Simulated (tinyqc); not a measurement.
# ESD clamp with bipolar snapback, compact model and design window: effects of single changes

The drain junction multiplies the current that enters it: Igen = (M - 1)(Ic + I0), M = 1/(1 - (Vj/BV)^n). The generated holes leave through the substrate resistance and the base of the parasitic npn: Igen = Vb/Rb + Ic/be, Ic = Is exp(Vb/Vt). Terminal current I = Ic + I0 + Igen and voltage V = Vj + I Ro, per width. Isothermal, constant gain.

Values chosen for this exercise; values close to those of grounded-gate n-channel clamps: temperature T = 300 K; junction breakdown voltage BV = 9.2 V; exponent of the multiplication n = 3.6; current gain of the parasitic npn be = 11.4; saturation current Is = 1.6e-17 A/um; junction leakage I0 = 2.1e-12 A/um; substrate resistance Rb = 17000 ohm um; drain ballast and contact resistance Ro = 580 ohm um; failure current for 100 ns It2 = 7.1 mA/um.

Constants: q = 1.602176634e-19 C, kB = 1.380649e-23 J/K, Vt = kB T/q. Results are converted to the units shown.

Each table varies one quantity; the others keep the values above.

## Effect of the exponent of the multiplication

For given Vb: Ic, Igen, M = 1 + Igen/(Ic + I0), Vj = BV (1 - 1/M)^(1/n), I and V. Vt1 is the maximum of V along the curve, Vh the following minimum, Vt2 the voltage at I = It2. It1 and Ih are the currents at Vt1 and Vh.

Effect of the exponent of the multiplication:
```
n	Vt1 (V)	It1 (uA/um)	Vh (V)	Ih (uA/um)	Vt2 (V)	Vt2 - Vt1 (V)
2	9.216	30.05	3.831	977.3	6.836	-2.381
2.5	9.217	30.41	4.582	968.5	7.586	-1.630
3	9.217	30.71	5.177	943.9	8.199	-1.018
3.5	9.217	30.96	5.654	913.5	8.701	-0.5158
4	9.217	31.17	6.042	881.4	9.118	-0.09878
4.5	9.217	31.37	6.363	849.7	9.469	0.2516
5	9.217	31.54	6.632	819.3	9.767	0.5495
5.5	9.217	31.69	6.861	790.5	10.02	0.8055
6	9.218	31.84	7.057	763.5	10.25	1.028
```

What does the table show?

As n goes from 2 to 6, Vt1 stays near 9.22 V, It1 rises from 30.1 to 31.8 uA/um, Vh rises from 3.83 to 7.06 V and Vt2 rises from 6.84 to 10.2 V. Vt2 exceeds Vt1, the condition for all fingers to turn on, in 4 of the 9 rows.

## Effect of the drain ballast and contact resistance

Same model as above.

Effect of the drain ballast and contact resistance:
```
Ro (ohm um)	Vt1 (V)	It1 (uA/um)	Vh (V)	Ih (uA/um)	Vt2 (V)	Vt2 - Vt1 (V)
30	9.201	26.24	4.862	4661	4.886	-4.315
52	9.201	27.12	4.949	3479	5.042	-4.159
92	9.202	28.04	5.068	2558	5.326	-3.876
160	9.204	28.93	5.216	1888	5.809	-3.396
280	9.208	29.83	5.407	1381	6.661	-2.547
490	9.214	30.73	5.652	1001	8.152	-1.062
860	9.226	31.64	5.962	717.7	10.78	1.553
1500	9.246	32.56	6.346	510.5	15.32	6.076
```

As Ro goes from 30 to 1500 ohm um, Vt1 stays near 9.21 V, It1 rises from 26.2 to 32.6 uA/um, Vh rises from 4.86 to 6.35 V and Vt2 rises from 4.89 to 15.3 V. Vt2 exceeds Vt1, the condition for all fingers to turn on, in 2 of the 8 rows. Ballast buys uniform turn-on with a higher clamping voltage.

## Effect of the current gain of the parasitic npn

Same model as above.

Results:
```
be	Vt1 (V)	It1 (uA/um)	Vh (V)	Ih (uA/um)	Vt2 (V)	Vt2 - Vt1 (V)
1	9.217	31.03	8.052	383.5	11.72	2.505
1.7	9.217	31.02	7.561	476.7	11.12	1.906
2.9	9.217	31.01	7.020	583.6	10.46	1.241
4.9	9.217	31.01	6.490	700.4	9.791	0.5742
8.2	9.217	31.00	6.011	824.4	9.164	-0.05259
24	9.217	31.00	5.233	1095	8.051	-1.166
40	9.217	31.00	4.979	1217	7.637	-1.580
```

Estimate the missing row, be = 14.

Computed row:
```
be	Vt1 (V)	It1 (uA/um)	Vh (V)	Ih (uA/um)	Vt2 (V)	Vt2 - Vt1 (V)
14	9.217	31.00	5.582	959.3	8.571	-0.6456
```

With this row back in the table: As be goes from 1 to 40, Vt1 stays near 9.22 V, It1 stays near 31.0 uA/um, Vh falls from 8.05 to 4.98 V and Vt2 falls from 11.7 to 7.64 V. Vt2 exceeds Vt1, the condition for all fingers to turn on, in 4 of the 8 rows. A higher gain needs less multiplication to hold, so Vh falls.

Computed by the program tinyqc: `OMP_NUM_THREADS=1 python tinyqc.py 2670107 2670108 out.jsonl`, one thread of a shared Intel Xeon 2.30GHz, about 0.02 s for the whole run.
